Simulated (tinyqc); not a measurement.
Speed against selectivity over temperature: anisotropic wet etching of Si(100): plane rates, V-grooves, membranes and undercut. Computed by tinyqc, a small Python program. Command: `OMP_NUM_THREADS=1 python tinyqc.py 3020040 3020041 out.jsonl wetetch walk`. One thread of a shared host (Intel(R) Xeon(R) Processor @ 2.30GHz), about 0.01 s of CPU time with the checks.

A long slot opens the mask on a (100) wafer. The floor etches at R100; (111) walls stand at theta = arctan(sqrt2) = 54.7356 degrees to the surface and recede at R111 along their normal.

Inputs (values chosen for the exercise, close to those used for tetramethylammonium hydroxide solutions):
```
quantity                            value     unit
prefactor k0 of the (100) rate    6.5e+08   um/min
activation energy of (100), E       0.614       eV
ratio (100)/(111) at 80 C              27        -
extra energy of (111), dE            0.12       eV
ratio (100)/oxide at 80 C            2400        -
extra energy of the oxide, dE_ox     0.25       eV
misalignment of the mask                2  degrees
wafer thickness d                     525       um
membrane thickness wanted              20       um
```

Constants: k_B = 8.617333262e-05 eV/K.

Method:
- R100 = k0 exp(-E/(k_B T)); a ratio given at 80 C scales as exp[(extra energy/k_B)(1/T - 1/353.15 K)]; R111 and R_ox follow by division.
- Temperatures in kelvin are T(C) + 273.15.
- Each row etches to the depth d - membrane; undercut per side = (R111/sin(theta) + R100 sin(misalignment)) x time.

Etching to a fixed depth:
```
T (C)  R100 (um/min)  R100/R111  time (h)  undercut (um)  oxide consumed (nm)
30            0.0403     51.739    208.83         29.578                54.28
40            0.0854     44.680     98.59         31.467                73.68
50            0.1726     38.936     48.76         33.509                98.14
60            0.3346     34.211     25.15         35.703               128.50
70            0.6240     30.288     13.49         38.045               165.62
80            1.1235     27.000      7.49         40.532               210.42
90            1.9582     24.222      4.30         43.159               263.83
100           3.3129     21.856      2.54         45.923               326.82
```

What does the comparison show, and why?

From 30 to 100 C the time falls by a factor 82.2, while the oxide loss grows by 6.02 and the undercut by 1.55: the slower planes and the mask have the higher activation energies, so heat costs selectivity. Misalignment gives 17.6 um of the undercut at any T.
